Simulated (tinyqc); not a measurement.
Square-lattice Ising model by mean field, Bethe lattice, transfer matrix, exact enumeration and Monte Carlo steps: one step, computed by the program tinyqc.

H = -J sum over nearest pairs s_i s_j, s = +-1, no field, periodic boundaries; energies per site are in J. As a lattice gas or an alloy, s marks which species holds the site.

Problem. Transfer matrix. Strip of w sites, periodic across (for w = 2 the pair is joined by two bonds): T(s, s') = exp(K [sum_i s_i s'_i + (r(s) + r(s'))/2]), r(s) = sum_i s_i s_(i+1).

Inputs (values chosen for the exercise, for a model lattice): temperature T = 294 K; strip width w = 2.

K = 0.2948495

Give: T.

Solution.

T, lower triangle (symmetric):
```
       ++     +-     -+     --
++  3.252
+-  1.000  1.000
-+  1.000  0.307  1.000
--  1.000  1.000  1.000  3.252
```
